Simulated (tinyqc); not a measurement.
Inside a calculation: conduction-band anticrossing with a localised impurity level. Values are carried at full precision from step to step, so a last printed digit may differ when a step is redone from the rounded ones.

Host conduction band EM(k) = Eg - al x + c k^2/mM, c = hbar^2/2m0, coupled to a flat level EI by V = C sqrt(x): H = [[EM, V], [V, EI]], E+/- = (EM + EI)/2 +/- sqrt((EM - EI)^2/4 + V^2). The host weight of a state at E is f = 1/(1 + V^2/(E - EI)^2), and its mass at k = 0 is mM/f. The gap is E-(0), the valence top staying at 0.

Constants: hbar^2/2m0 = 3.80998211 eV angstrom^2.

Values chosen for the exercise (host near InP; shifted at random, so the results belong to these values and not to a real crystal):

| symbol | value | unit | meaning |
|---|---|---|---|
| Eg | 1.428 | eV | gap at Gamma to the s-like level |
| mM | 0.0786 | m0 | mass of the host band |
| EI | 1.76 | eV | impurity level, from the valence top of the host |
| C | 3 | eV | coupling |
| al | 0.03 | eV | linear shift of the host edge |
| x | 0.0031 |  | impurity fraction |
| k | 0.01 | 1/angstrom | wave vector |

## The two levels at k = 0

Give EM, V, both levels, their host weights, the gap and the mass of the band at the gap.

EM(0) = 1.4279 eV
V = 0.1670 eV

E-, E+ (eV): 1.3584  1.8295

host weights: 0.8525  0.1475

gap = 1.3584 eV
mass of E- = 0.0922 m0

The gap is 70 meV below that of the host, 224 meV per 1 % of impurity. V/|EM - EI| = 0.50; second-order perturbation theory would shift the host level by V^2/(EM - EI) = -84 meV, the exact shift is -69 meV.

## The levels at one k

Fill in the matrix and give levels and weights.

H (eV):
```
            host  impurity
host      1.4328    0.1670
impurity  0.1670    1.7600
```

E-, E+ (eV): 1.3626  1.8302

host weights: 0.8499  0.1501

## Dispersion

Seven points from k = 0 to 0.12 1/angstrom.

Levels (eV):

| k (1/angstrom) | EM | E- | E+ | host weight of E- |
|---|---|---|---|---|
| 0.000 | 1.4279 | 1.3584 | 1.8295 | 0.853 |
| 0.020 | 1.4473 | 1.3749 | 1.8324 | 0.842 |
| 0.040 | 1.5055 | 1.4227 | 1.8427 | 0.803 |
| 0.060 | 1.6024 | 1.4965 | 1.8659 | 0.713 |
| 0.080 | 1.7381 | 1.5817 | 1.9165 | 0.533 |
| 0.100 | 1.9126 | 1.6527 | 2.0200 | 0.292 |
| 0.120 | 2.1259 | 1.6952 | 2.1907 | 0.131 |

E- flattens towards EI = 1.76 eV, which it cannot cross: its width is bounded by 0.402 eV, of which 84 % is used up at the last point. The unmixed host band crosses EI at k = 0.0828 1/angstrom, where the splitting is smallest, 2V = 0.334 eV.

## Checks

- Closed form against diagonalisation: they agree to 1e-10 or better.
- Mass mM/f against the curvature of the band: both 0.09220.

tinyqc: `OMP_NUM_THREADS=1 python tinyqc.py 1050291 1050292 out.jsonl`; about 0.01 s, one thread, shared Intel(R) Xeon(R) Processor @ 2.30GHz.
